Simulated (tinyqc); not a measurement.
## Thermal resistances of a two-die stack

Problem. Heat leaves through the lower die only, and the system is linear. Find the resistance R1 from the lower die to the coolant, R2 between the dies, and the rise of the upper die when both are powered.

Parameters, values chosen for the exercise:
```
symbol  value  unit                 meaning
P1         18     W  power of the lower die
P2        3.8     W  power of the upper die
```

rises of the lower and upper die with only the lower one powered (K): [14.4, 14.4]
rises of the lower and upper die with only the upper one powered (K): [3.04, 4.028]

Solution. With only the lower die powered no heat crosses R2, so both dies rise by P1 R1; the difference in the second test is P2 R2; rises add.

R1 = 0.800 K/W
R2 = 0.260 K/W
rise of the upper die = 18.4 K

Computed by the program tinyqc: `OMP_NUM_THREADS=1 python tinyqc.py 2162034 2162035 out.jsonl`, one thread of a shared Intel Xeon 2.30GHz, about 0.03 s for the whole run.
